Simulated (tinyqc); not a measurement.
## Trap density from one capacitance

Inverse problem. Traps spread evenly through the insulator exchange electrons with the semiconductor by tunnelling, with tau(x) = t0 exp(2 ka x) at depth x from the interface. The admittance per area Y seen at depth x obeys dY/dx = -Y^2/(i w eps0 eox) + q Nb ln(1 + i w tau)/tau, with Y(0) = i w Cs and w = 2 pi f; the gate sees Y(tox) = G + i w C. Working variable y = Y/(i w), in uF/cm^2. Cox = eps0 eox/tox. Find Nb and G/w.

Values chosen for this exercise: relative permittivity of the insulator eox = 22.9; insulator thickness tox = 5.1 nm; semiconductor capacitance in accumulation Cs = 1.6 uF/cm^2; decay constant of the wave function in the insulator ka = 4.6 1/nm; time constant of a trap at the interface t0 = 3e-10 s; frequency f = 10000 Hz.

Constants: q = 1.602176634e-19 C, eps0 = 8.8541878128e-14 F/cm where lengths are in cm. Results are converted to the units shown.

C = 1.2150348 uF/cm^2

Answer. C rises steadily with Nb, so one density matches; in practice ka and t0 must come from the frequency dependence.

Nb = 6.50e18 cm^-3 eV^-1
G/w = 0.0106 uF/cm^2

Numbers from tinyqc (`OMP_NUM_THREADS=1 python tinyqc.py 2202120 2202121 out.jsonl`; about 0.3 s on one thread of a shared Intel Xeon 2.30GHz).
